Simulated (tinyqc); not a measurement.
# Hole mobility in a silicon inversion layer, empirical terms and Matthiessen rule: what changes with what

Inversion layer of sheet density Ns on a uniformly doped body, under a high-permittivity gate with an interlayer. The mobility terms are empirical power laws with prefactors chosen for the exercise; adding their inverses (Matthiessen) is itself an approximation.

Parameters, values chosen for the exercise; material values close to those of silicon: temperature T = 325 K; band gap Eg = 1.11 eV; relative permittivity of the semiconductor eps_r = 11.5; conduction-band density of states at T Nc = 3.13e19 cm^-3; valence-band density of states at T Nv = 3e19 cm^-3; body doping Nb = 2.2e17 cm^-3; reverse body bias Vsb = 0 V; weight of the inversion charge in the effective field eta = 0.3333; phonon-limited mobility at 1 MV/cm and 300 K Ap = 138 cm^2/(V s); roughness-limited mobility at 1 MV/cm As = 272 cm^2/(V s); exponent of the roughness term gs = 1; Coulomb prefactor Ac = 1900 cm^2/(V s); charge at the interface Nit = 8.6e10 cm^-2; remote-phonon mobility without interlayer Ar = 220 cm^2/(V s); interlayer thickness ti = 1.2 nm; decay length of remote phonons lr = 0.7 nm; inversion density Ns = 6.8e12 cm^-2.

Constants: q = 1.602176634e-19 C, kB = 1.380649e-23 J/K, Vt = kB T/q, eps0 = 8.8541878128e-14 F/cm where lengths are in cm. Results are converted to the units shown.

Each table varies one quantity; the others keep the values above.

## Effect of the charge at the interface

ni = sqrt(Nc Nv) exp(-Eg/(2 Vt)), Eg in volts; Ndep = sqrt(2 eps0 eps_r Nb (2 Vt ln(Nb/ni) + Vsb)/q); E = q (Ndep + eta Ns)/(eps0 eps_r), in MV/cm. With t = T/(300 K): muC = Ac (Ns/1e12 cm^-2) t/(Nb/1e17 cm^-3 + Nit/1e11 cm^-2), muP = Ap E^(-1/3) t^(-1.75), muS = As E^(-gs), muR = Ar exp(2 ti/lr)/t; 1/mu is the sum of the inverses.

The same in every row: E (MV/cm) = 0.59684; muP (cm^2/(V s)) = 142.48; muS (cm^2/(V s)) = 455.73; muR (cm^2/(V s)) = 6261.4.

Effect of the charge at the interface:

| Nit (cm^-2) | muC (cm^2/(V s)) | mu (cm^2/(V s)) |
|---|---|---|
| 1e10 | 6085.5 | 104.86 |
| 3.2e10 | 5554.2 | 104.68 |
| 1e11 | 4374.0 | 104.16 |
| 3.2e11 | 2592.0 | 102.48 |
| 1e12 | 1147.3 | 97.618 |
| 3.2e12 | 409.26 | 84.632 |
| 1e13 | 136.95 | 59.973 |

As Nit goes from 1e10 to 1e13 cm^-2, E stays at 0.597 MV/cm and mu falls from 105 to 60.0 cm^2/(V s). The smallest term is the phonon one in the first row and the Coulomb one in the last.

## Effect of the inversion density

Same model as above.

The same in every row: muR (cm^2/(V s)) = 6261.

Effect of the inversion density:

| Ns (cm^-2) | E (MV/cm) | muC (cm^2/(V s)) | muP (cm^2/(V s)) | muS (cm^2/(V s)) | mu (cm^2/(V s)) |
|---|---|---|---|---|---|
| 2e11 | 0.2507 | 134.5 | 190.2 | 1085 | 72.62 |
| 3.6e11 | 0.2591 | 242.2 | 188.2 | 1050 | 94.73 |
| 6.3e11 | 0.2733 | 423.8 | 184.9 | 995.4 | 111.9 |
| 1.1e12 | 0.2979 | 739.9 | 179.6 | 913.0 | 122.3 |
| 2e12 | 0.3451 | 1345 | 171.0 | 788.2 | 124.7 |
| 3.6e12 | 0.4290 | 2422 | 159.1 | 634.0 | 118.5 |
| 6.3e12 | 0.5706 | 4238 | 144.6 | 476.7 | 106.3 |
| 1.1e13 | 0.8171 | 7399 | 128.3 | 332.9 | 90.15 |
| 2e13 | 1.289 | 1.345e4 | 110.2 | 211.0 | 71.20 |

As Ns goes from 2e11 to 2e13 cm^-2, E rises from 0.251 to 1.29 MV/cm and mu goes from 72.6 through a maximum of 125 (at Ns = 2e12 cm^-2 among the rows listed) to 71.2 cm^2/(V s). The smallest term is the Coulomb one in the first row and the phonon one in the last. Screening lifts the Coulomb term as Ns grows while the field presses the carriers to the interface, hence the maximum.

Computed by the program tinyqc: `OMP_NUM_THREADS=1 python tinyqc.py 2510085 2510086 out.jsonl`, one thread of a shared Intel Xeon 2.30GHz, about 0.01 s for the whole run.
